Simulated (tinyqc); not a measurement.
Phase shift across the band: Koster-Slater impurity in a tight-binding band, by Green functions and by supercells. Computed by tinyqc, a small Python program. Command: `OMP_NUM_THREADS=1 python tinyqc.py 3002803 3002804 out.jsonl kosterslater walk`. One thread of a shared host (Intel(R) Xeon(R) Processor @ 2.30GHz), about 0.04 s of CPU time with the checks.

One orbital per site, e(k) = -2 t sum cos(k_i) over 3 direction(s), band from -6 t to 6 t, lattice constant 1. One site has the extra energy U. Spin is left out.

Inputs (values chosen for the exercise, for a model band): hopping t = 1.1 eV; impurity potential U = 6.17 eV; broadening eta = 0.11 eV.

Lattice: simple cubic.

Method:
- Outside the band G0(E) = (1/pi) int_0^pi dk (2/(pi z)) K(16 t^2/z^2), z = E + 2 t cos k, K the complete elliptic integral with parameter m; 200 Gauss-Legendre points.
- A bound state solves 1/U = G0(E).
- Bisection in ln(distance from the edge) between 1e-5 t and |U| + t. Weight on the impurity site: -1/(U^2 dG0/dE), by a central difference with step min(1e-4 t, distance/30). Decay length along an axis: 1/arccosh(1 + distance/(2 t)).
- Inside the band G0(z), z = E + i eta, comes from the chain form 1/(sqrt(y - 2t) sqrt(y + 2t)) (principal roots) at y = z + 2 t cos k + 2 t cos k', averaged over k and k' in (0, pi) with 200 Gauss-Legendre points each.
- delta/pi = -arg(1 - U G0)/pi counts the states added below E (Friedel); host DOS = -Im G0/pi, DOS on the impurity = -Im[G0/(1 - U G0)]/pi; 13 evenly spaced energies from -(band edge + |U| + 2t) to +(band edge + |U| + 2t).

distance from the band edge = 0.891614 eV

level E_b = 7.49161 eV

Across the spectrum:
```
E (eV)   Re G0 (1/eV)  host DOS (1/eV)  DOS on the impurity (1/eV)  delta/pi
-14.970      -0.06916          0.00017                      0.0001  -0.00075
-12.475      -0.08441          0.00026                      0.0001  -0.00107
-9.980       -0.10929          0.00046                      0.0002  -0.00171
-7.485       -0.16216          0.00127                      0.0003  -0.00392
-4.990       -0.24235          0.03471                      0.0052  -0.08384
-2.495       -0.26704          0.09676                      0.0092  -0.19618
0.000         0.00000          0.12704                      0.0180  -0.37721
2.495         0.26704          0.09676                      0.0246  -0.60584
4.990         0.24235          0.03471                      0.0497  -0.70198
7.485         0.16216          0.00127                      2.0931  -0.50696
9.980         0.10929          0.00046                      0.0044  -0.00881
12.475        0.08441          0.00026                      0.0012  -0.00340
14.970        0.06916          0.00017                      0.0005  -0.00187
```

What follows from these numbers?

delta/pi starts and ends near zero (-0.001 and -0.002): the impurity moves states but creates none. delta/pi is negative in the band, down to -0.70 among these rows (-1 just below the level for small eta), and the lost state returns at the level above the band (7.492 eV).

Extremes, crossings and ranges named in words are read from the listed rows.
